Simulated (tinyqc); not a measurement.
Linear model of a band gap against the share of exact exchange: one step. Fixed shares. Three cases, with inputs chosen for the exercise.

Problem. Gap, error against the target and eps for alpha = 0, 0.25 and 1/e0; and the alpha that meets the target, (Et - E0)/S.

E(alpha) = E0 + S alpha. A wider gap screens less, modelled in the Penn form eps(alpha) = 1 + (e0 - 1)(EP/(EP + S alpha))^2 with a scale EP chosen for the exercise. A dielectric-dependent hybrid takes alpha = 1/eps.

Case 1.

Values chosen (of the order of those of GaN; the results hold for these values, not for the real material): E0 = 1.97 eV (gap of the semi-local functional); S = 7.47 eV (slope dE/d(alpha)); e0 = 5.62 (optical dielectric constant at alpha = 0); EP = 20.3 eV (energy scale of the screening); Et = 3.47 eV (target gap).

Case 2.

Values chosen (of the order of those of Si; the results hold for these values, not for the real material): E0 = 0.58 eV (gap of the semi-local functional); S = 5.29 eV (slope dE/d(alpha)); e0 = 12.87 (optical dielectric constant at alpha = 0); EP = 10 eV (energy scale of the screening); Et = 1.17 eV (target gap).

Case 3.

Values chosen (of the order of those of AlN; the results hold for these values, not for the real material): E0 = 4.21 eV (gap of the semi-local functional); S = 7.38 eV (slope dE/d(alpha)); e0 = 5.01 (optical dielectric constant at alpha = 0); EP = 22.6 eV (energy scale of the screening); Et = 6.32 eV (target gap).

Give: a table of alpha, E (eV), E - Et (eV), eps; alpha for the target.

Solution.

Case 1.

Results:
```
alpha   E (eV)  E - Et (eV)    eps
0.0000   1.970       -1.500  5.620
0.2500   3.837        0.367  4.874
0.1779   3.299       -0.171  5.070
```

alpha for the target = 0.2008

A quarter of exact exchange overshoots the target by 0.37 eV: the material needs 0.201, and 1/e0 = 0.178 lies closer to it than 0.25 does.

Case 2.

Results:
```
alpha   E (eV)  E - Et (eV)     eps
0.0000   0.580       -0.590  12.870
0.2500   1.903        0.733  10.259
0.0777   0.991       -0.179  11.951
```

alpha for the target = 0.1115

A quarter of exact exchange overshoots the target by 0.73 eV: the material needs 0.112, and 1/e0 = 0.078 lies closer to it than 0.25 does.

Case 3.

Results:
```
alpha   E (eV)  E - Et (eV)    eps
0.0000   4.210       -2.110  5.010
0.2500   6.055       -0.265  4.428
0.1996   5.683       -0.637  4.534
```

alpha for the target = 0.2859

A quarter of exact exchange falls short of the target by 0.27 eV: the material needs 0.286, and 1/e0 = 0.200 lies further from it than 0.25 does.

Computed by tinyqc, one run a case: `OMP_NUM_THREADS=1 python tinyqc.py N N+1 out.jsonl` with N = 1880615, 1880624, 1880668; one thread of a shared Intel(R) Xeon(R) Processor @ 2.30GHz, about 0.01 s a run at most.
